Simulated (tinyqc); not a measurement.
# Schottky diode by thermionic emission with image-force lowering and series resistance: effect of the doping on the lowering

Metal on an n-type semiconductor with one parabolic valley; V > 0 is forward bias (metal positive). I = I0 [exp(Vj/(n Vt)) - 1] with Vj = V - I Rs; I0 = S A* T^2 exp(-(phi - dphi)/Vt), the lowering dphi taken at zero bias.

A* = 4 pi q me m0 kB^2/h^3 (times 1e-4 for A/(cm^2 K^2)); Nc = 2 (2 pi me m0 kB T/h^2)^1.5 (times 1e-6 for cm^-3); xi = Vt ln(Nc/Nd), Vbi = phi - xi; surface field Em = sqrt(2 q Nd (Vbi - V - Vt)/(eps0 eps_r)); dphi = sqrt(q Em/(4 pi eps0 eps_r)). Here V = 0 in Em.

Values chosen for this exercise; band and dielectric values close to those of silicon:
- T = 250 K (temperature)
- me = 0.257 m0 (electron mass)
- eps_r = 11.9 (relative permittivity)
- phi = 0.33 eV (barrier height seen from the metal)
- S = 0.00019 cm^2 (area)

Constants: q = 1.602176634e-19 C, kB = 1.380649e-23 J/K, h = 6.62607015e-34 J s, m0 = 9.1093837015e-31 kg, Vt = kB T/q, eps0 = 8.8541878128e-14 F/cm where lengths are in cm. Results are converted to the units shown.

Results:

| Nd (cm^-3) | Vbi (V) | Em (kV/cm) | dphi (meV) | I0 (A) |
|---|---|---|---|---|
| 4.7e14 | 0.1453 | 4.206 | 7.134 | 1.137e-4 |
| 1.8e15 | 0.1742 | 9.142 | 10.52 | 1.330e-4 |
| 6.7e15 | 0.2025 | 19.20 | 15.24 | 1.656e-4 |
| 2.5e16 | 0.2309 | 39.90 | 21.97 | 2.264e-4 |
| 3.6e17 | 0.2884 | 170.9 | 45.48 | 6.740e-4 |

Estimate the missing row, Nd = 9.6e16 cm^-3.

Computed row:

| Nd (cm^-3) | Vbi (V) | Em (kV/cm) | dphi (meV) | I0 (A) |
|---|---|---|---|---|
| 9.6e16 | 0.2599 | 83.42 | 31.77 | 3.567e-4 |

With this row back in the table: dphi rises from 7.13 to 45.5 meV, as Nd^(0.28) (1/4 at fixed Vbi), and I0 grows by a factor of 5.93. Emission limits the current only if the drift velocity at the surface is well above A* T^2/(q Nc) = 4.84e6 cm/s; with a mobility of 1370 cm^2/(V s) it is less than three times that in 2 of the rows, where I0 is overstated.

Range of the model: One isotropic valley is assumed; bands with several valleys have a larger Richardson constant and Nc.

tinyqc, about 0.01 s, one thread, Intel Xeon 2.30GHz (shared host): `OMP_NUM_THREADS=1 python tinyqc.py 2640025 2640026 out.jsonl`
